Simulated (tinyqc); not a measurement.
## Surface Green function of a chain with one s and one p orbital a site, Sancho-Rubio decimation: densities of states against energy

A semi-infinite lead of cells 0, 1, 2, ... with H0 inside a cell and H1 = <cell i|H|cell i + 1>. H1 = [[-vss, vsp], [-vsp, vpp]]. z = E + i eta.

Start with e_s = e = H0, a = H1, b = H1^dagger. Each round: g = (z - e)^(-1); e_s <- e_s + a g b; e <- e + a g b + b g a; a <- a g a; b <- b g b (all with the old a, b). Round k joins cells 2^k apart. Stop when the largest entry of the matrices a and b is below 1e-12 eV; g_s = (z - e_s)^(-1), bulk (z - e)^(-1), density of states -Im Tr/pi. Here eta = 0.01 eV. Open modes are the crossings of E with the bands of H0 + H1 exp(ik) + H1^dagger exp(-ik) for 0 < k < pi.

H0 (eV):
```
,s,p
s,-0.89,0
p,0,0.37
```

H1 (eV):
```
,s,p
s,-1,0.4
p,-0.4,1.01
```

Densities of states against energy:
```
E (eV),open modes,rounds,surface (1/eV),bulk (1/eV)
-3.18,0,6,0.002212,0.006115
-2.65,1,12,0.1751,0.3624
-2.12,1,12,0.2979,0.2307
-1.6,2,13,0.4998,1.027
-1.07,2,11,0.3100,1.040
-0.54,0,7,0.03341,0.005667
-0.01,0,7,0.03928,0.005439
0.52,2,11,0.2425,1.293
1.04,2,13,0.5133,0.9168
1.57,1,12,0.3005,0.2250
2.1,1,12,0.1882,0.3309
2.63,0,6,0.002494,0.007889
```

The bands of the infinite lead run over -2.89 to -1.02, 0.488 to 2.39 eV. The rounds lie between 6 and 13, 6.5 on average outside the bands and 12.0 inside. The surface density of states is largest at E = 1.04 eV among the rows (0.513 1/eV, bulk 0.917).

Numbers from tinyqc (`OMP_NUM_THREADS=1 python tinyqc.py 2680007 2680008 out.jsonl`; about 0.06 s on one thread of a shared Intel Xeon 2.30GHz).
